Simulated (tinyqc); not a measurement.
Worked calculation: Ewald sum of point charges, fcc lattice in a neutralising background. Computed by tinyqc, a small Python program that keeps every step. Command: `OMP_NUM_THREADS=1 python tinyqc.py 31022 31023 out.jsonl` (the two numbers bound the seeds that draw the settings). One thread of a shared host (Intel(R) Xeon(R) Processor @ 2.60GHz), about 0.02 s of CPU time with the checks.

## Ewald sum with eta = 0.469 1/bohr

cell vectors (rows) (bohr):
```
[[0.00000, 3.63500, 3.63500],
 [3.63500, 0.00000, 3.63500],
 [3.63500, 3.63500, 0.00000]]
```

Charges:
```
q             f1       f2       f3
2.00000  0.00000  0.00000  0.00000
```

Real space: 1/2 sum q_i q_j erfc(eta r)/r over all images with r > 0; reciprocal space: (2 pi/V) sum_(G != 0) exp(-G^2/4 eta^2)/G^2 |S(G)|^2 with S(G) = sum q exp(i G.r); self term -eta/sqrt(pi) sum q^2; background -pi Q^2/(2 V eta^2), Q the total charge.

Real-space shells (first ones):
```
r (bohr)  pairs  sum (hartree)
5.14067      12        0.00304
7.27000       6       2.35e-06
8.90390      24       1.89e-08
10.28133     12       2.14e-11
11.49488     24              0
12.59201      8              0
```

Reciprocal shells (first ones that count):
```
G^2 (1/bohr^2)  vectors  sum (hartree)
2.24085               8        0.07316
2.98780               6        0.01761
5.97559              12        0.00059
8.21644              24        0.00007
8.96339               8       8.79e-06
11.95118              6       1.66e-07
14.19203             24       4.37e-08
14.93898             24       1.78e-08
17.92677             24       4.96e-10
```

## The total does not depend on eta

The same sums for other eta.

Totals (hartree per cell):
```
eta          real  reciprocal      self  background       total
0.46900   0.00304     0.09144  -1.05842    -0.29737  -1.2613101
0.62200  2.86e-05     0.31143  -1.40370    -0.16907  -1.2613101
0.84200  4.33e-09     0.73114  -1.90019    -0.09226  -1.2613101
```

shortest distance = 5.14067 bohr
